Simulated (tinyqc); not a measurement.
Inside a calculation. Model: stacked nanosheet transistor, parasitic resistance, capacitance and delay.

tinyqc, about 0.08 s, one thread, Intel Xeon 2.30GHz (shared host): `OMP_NUM_THREADS=1 python tinyqc.py 2170048 2170049 out.jsonl` Printed values are rounded.

Ns sheets share one contact on top; each has perimeter p = 2 (Ws + ts) and cross-section A = Ws ts; contact width Wc = Ws + 10 nm, stack height Hs = Ns pv. Sheet 1 is the top one. Contact length Lc = CPP - Lg - 2 Lsp, shared by two neighbouring gates. Source and drain sides are equal. The formulas are first-order estimates, not field solutions.

Inputs (values chosen for the exercise); values close to those of silicon logic devices:

| symbol | value | unit | meaning |
|---|---|---|---|
| T | 300 | K | temperature |
| Ns | 3 |  | number of sheets |
| Ws | 50 | nm | sheet width |
| ts | 7 | nm | sheet thickness |
| pv | 16 | nm | vertical pitch of the sheets |
| rv | 193 | ohm | vertical resistance between sheet levels |
| CPP | 48 | nm | contacted gate pitch |
| Lg | 14 | nm | gate length |
| Lsp | 7 | nm | spacer length |
| ks | 5.5 |  | relative permittivity of the spacer |
| Hc | 25 | nm | gate height above the channel stack |
| rc | 1.3e-9 | ohm cm^2 | contact resistivity |
| re | 0.00058 | ohm cm | resistivity of the source-drain epitaxy |
| te | 25 | nm | current-carrying depth of the epitaxy |
| rx | 0.00073 | ohm cm | resistivity of the extension |
| Lov | 2 | nm | gate overlap |
| Cinv | 3.3 | uF/cm^2 | inversion capacitance |
| vx | 1.1e7 | cm/s | injection velocity |
| mu | 340 | cm^2/(V s) | apparent mobility |
| VT | 0.21 | V | threshold at zero drain voltage |
| dl | 0.067 | V/V | barrier lowering |
| n | 1.13 |  | subthreshold factor |
| Cw | 0.22 | fF | wire load |
| Vdd | 0.65 | V | supply voltage |

Constants: q = 1.602176634e-19 C, kB = 1.380649e-23 J/K, eps0 = 8.8541878128e-12 F/m, Vt = kB T/q. Results are converted to the units shown.

## Geometry and resistances

Epitaxy sheet resistance Rsh = re/te, transfer length LT = sqrt(rc/Rsh), contact Rc = [sqrt(rc Rsh)/Wc] coth(Lc/(2 LT)); extension of one sheet Rx = rx Lsp/A. Effective width N p; for equal currents and rv = 0 one side has Rc + Rx/N.

Lc = 20 nm
effective width = 342 nm
Rsh = 232 ohm
LT = 23.6716 nm
Rc = 229.405 ohm
Rx = 146 ohm
one side times effective width = 95.1004 ohm um

Lc/2 is 0.42 transfer lengths, and Rc is 5.9 % above the area limit rc/(Wc Lc/2). The contact makes up 82.5 % of one side.

## Capacitances

With N sheets: gate Cg = Cinv p N Lg; per side, plate Cp = ks eps0 [Wc (Hs + Hc) - N A]/Lsp, top fringe Cf = (2/pi) ks eps0 Wc ln(1 + Lg/(2 Lsp)), overlap Co = Cinv p N Lov. Cs = Cp + Cf + Co. An inverter of two such devices driving an equal one has the load CL = 2 (Cg + 2 Cs) + 4 Cs + Cw (its own drains counted twice for the Miller effect).

Cg = 158.004 aF
Cp = 23.1663 aF
Cf = 1.28934 aF
Co = 22.5720 aF
CL = 912.230 aF

The channel capacitance gives 34.6 % of CL, the parasitic parts 41.2 % and the wire 24.1 %.

## Iteration 1: sheet currents at Vgs = Vdd, Vds = Vdd/2

I at the start (uA): sheet 1 0, sheet 2 0, sheet 3 0

One sheet: I = p Q vx u/(1 + |u|^1.8)^(1/1.8), Q = Cinv n Vt ln(1 + exp((Vg' - VT + dl Vd')/(n Vt))), u = Vd' mu/(vx Lg), Vg' = Vgs - v, Vd' = Vds - 2 v, with the drop on each side v_j = Rc sum I + rv (sum over levels k = 2..j of the current of sheets k..Ns) + Rx I_j. I(new) = I + 0.5 (I(out) - I).

drop v (mV): sheet 1 0, sheet 2 0, sheet 3 0
I(out) (uA): sheet 1 188.100, sheet 2 188.100, sheet 3 188.100
I after iteration 1 (uA): sheet 1 94.0502, sheet 2 94.0502, sheet 3 94.0502

## Iteration 2: sheet currents at Vgs = Vdd, Vds = Vdd/2

As before.

drop v (mV): sheet 1 78.4581, sheet 2 114.761, sheet 3 132.913
I(out) (uA): sheet 1 146.733, sheet 2 120.635, sheet 3 98.5221
I after iteration 2 (uA): sheet 1 120.392, sheet 2 107.342, sheet 3 96.2862

## Course of the iteration: sheet currents at Vgs = Vdd, Vds = Vdd/2

Stop when the largest change of I is below 1e-6 uA, or after 80 iterations.

Course of the iteration:
```
iteration  total I (uA)  largest |change| of one entry (uA)
1               282.151                                94.1
2               324.021                                26.3
3               317.573                                13.7
4               328.556                                4.53
5               324.610                                3.61
6               327.908                                1.79
7               326.326                                1.16
8               327.402                               0.655
9               326.822                               0.395
...                 ...                                 ...
26              327.060                             5.05e-5
27              327.060                             2.98e-5
28              327.060                             1.76e-5
29              327.060                             1.04e-5
30              327.060                             6.13e-6
31              327.060                             3.62e-6
32              327.060                             2.14e-6
33              327.060                             1.26e-6
34              327.060                             7.45e-7
```

Converged in 34 iterations. At the end each change is about 0.59 times the one before: linear convergence. The bottom sheet carries 61.8 % of the current of the top one.

## Effective current, delay and energy

IH = I(Vdd, Vdd/2) = 327.060 uA
IL = I(Vdd/2, Vdd), solved likewise = 128.710 uA

Ieff = (IH + IL)/2, delay CL Vdd/(2 Ieff), energy CL Vdd^2, with CL the load of an inverter that drives an equal one.

Ieff = 227.885 uA
delay = 1.30098 ps
energy = 385.417 aJ

Without any series resistance Ieff would be 380 uA, so the resistances cost 40.1 %.
